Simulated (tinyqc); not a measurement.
Inside a calculation. Method: RHF in the 6-31g basis, for H2, spin multiplicity 1. One step of it, computed by the program tinyqc.

Task: Iteration 4: DIIS coefficients. Solve [B -1; -1 0][c; lambda] = [0; -1] for the coefficients, which sum to one.

B (overlaps of the stored error matrices):
$$\begin{pmatrix}
1.7489996e-01 & 2.7733850e-02 & -9.8132600e-05 & -3.9896784e-05 \\
2.7733850e-02 & 4.3977506e-03 & -1.5560865e-05 & -6.3264245e-06 \\
-9.8132600e-05 & -1.5560865e-05 & 5.5060087e-08 & 2.2385226e-08 \\
-3.9896784e-05 & -6.3264245e-06 & 2.2385226e-08 & 9.1009360e-09
\end{pmatrix}$$

Give: DIIS coefficients.

Result:

DIIS coefficients: [-0.048, 0.305, 0.372, 0.372]
